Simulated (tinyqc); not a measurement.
Longitudinal sound in a periodic multilayer: transfer matrices, stop bands and folded phonons: one step, computed by the program tinyqc. Command: `OMP_NUM_THREADS=1 python tinyqc.py 3005266 3005267 out.jsonl multilayer walk`. One thread of a shared host (Intel(R) Xeon(R) Processor @ 2.30GHz), about 0.01 s of CPU time with the checks.

Layers 1 and 2 repeat with period d = d_1 + d_2; waves travel normal to the layers, without loss. State vector (u, s): displacement u and stress divided by omega. Impedances Z = rho v are in 1e6 kg/(m^2 s).

Question. Impedances, mean velocity and Bragg frequency. Z = rho v; interface reflection r = (Z_2 - Z_1)/(Z_2 + Z_1) (stress amplitude, from 1 into 2); Bragg frequency f_B = 1/[2 (d_1/v_1 + d_2/v_2)]; long-wave velocity v_eff = d/sqrt[(d_1/v_1)^2 + (d_2/v_2)^2 + (Z_1/Z_2 + Z_2/Z_1)(d_1/v_1)(d_2/v_2)].

Inputs (values chosen for the exercise, modelled on silica (layer 1), aluminium nitride (layer 2) and silica (substrate)): density rho_1 = 2.21 g/cm^3; velocity v_1 = 5960 m/s; thickness d_1 = 323 nm; density rho_2 = 3.28 g/cm^3; velocity v_2 = 11100 m/s; thickness d_2 = 595 nm; substrate density = 2.17 g/cm^3; substrate velocity = 5910 m/s.

Give: Z_1; Z_2; Z of the substrate; interface reflection r; Bragg frequency f_B; long-wave velocity v_eff.

Answer.

Z_1 = 13.1716

Z_2 = 36.408

Z of the substrate = 12.8247

interface reflection r = 0.46867

Bragg frequency f_B = 4.6383 GHz

long-wave velocity v_eff = 7522.8 m/s
